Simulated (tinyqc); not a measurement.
Equilibrium and kinetic segregation of a solute to boundaries and growing surfaces: one step, computed by the program tinyqc.

Task: Boundary energy. Gibbs adsorption for this isotherm in a dilute matrix: gamma = gamma_0 + Gam_0 [k_B T ln(1 - theta) + z w theta^2/2], Gam_0 = delta/Omega sites per area.

Inputs (values chosen for the exercise, for a model alloy):
```
quantity                              value        unit
interaction z w (positive attracts)  -0.085          eV
temperature T                           875           K
boundary thickness delta               0.67          nm
atomic volume Omega                      19  angstrom^3
clean boundary energy gamma_0          0.78       J/m^2
```

Isotherm: Fowler-Guggenheim.

coverage theta = 0.1653041

Constants: 1 eV/angstrom^2 = 16.02176634 J/m^2; k_B = 8.617333262e-05 eV/K.

Give: Gam_0; boundary energy gamma.

Result:

Gam_0 = 35.26 1/nm^2

boundary energy gamma = 0.6965 J/m^2

Segregation lowers gamma by 11 %, and the driving force of grain growth with it.
